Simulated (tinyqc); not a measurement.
Raising U: Hubbard chain of 2 sites, mean field against exact. Computed by the program tinyqc. Collinear unrestricted mean field (the lowest of 40 random starts) against exact diagonalisation.

one-body matrix (hopping and site energies) (eV):
```
,1,2
1,0.0000,-0.9400
2,-0.9400,0.0000
```

electrons, up and down: 1  1

Exact and mean-field results (eV):
```
U,U/t,E exact,E mean field,mean |n_up - n_down|,"double occupancy, exact",first gap in the sector
0.4700,0.5000,-1.659631,-1.645000,0.0000,0.2190,1.6596
0.9400,1.0000,-1.467860,-1.410000,0.0000,0.1894,1.4679
1.8800,2.0000,-1.161904,-0.940000,0.0005,0.1382,1.1619
2.8200,3.0000,-0.940000,-0.626667,0.7454,0.1000,0.9400
3.7600,4.0000,-0.778721,-0.470000,0.8660,0.0732,0.7787
5.6400,6.0000,-0.569218,-0.313333,0.9428,0.0420,0.5692
11.2800,12.0000,-0.305082,-0.156667,0.9860,0.0128,0.3051
18.8000,20.0000,-0.186157,-0.094000,0.9950,0.0049,0.1862
```

Estimate the missing row, U = 7.52.

Computed row:
```
U          U/t    E exact  E mean field  mean |n_up - n_down|  double occupancy, exact  first gap in the sector
7.5200  8.0000  -0.443808     -0.235000                0.9682                   0.0264                   0.4438
```

In absolute terms mean field is worst at U/t = 3.0, 0.313 eV too high: at small U it is nearly exact, and at large U it misses only exchange-scale energies. For the symmetric dimer the instability lies at U = 2t. Its local moments set in at U/t = 3.0 of those listed, a broken symmetry that the exact state of a finite cluster with equal spins does not have. Relative to the exact energy its error is 0.9 % at the smallest U, 50 % at most and 50 % at the largest. The double occupancy falls from 0.219 to 0.005; at the largest U the first gap is 0.99 times the exchange scale 4t^2/U.
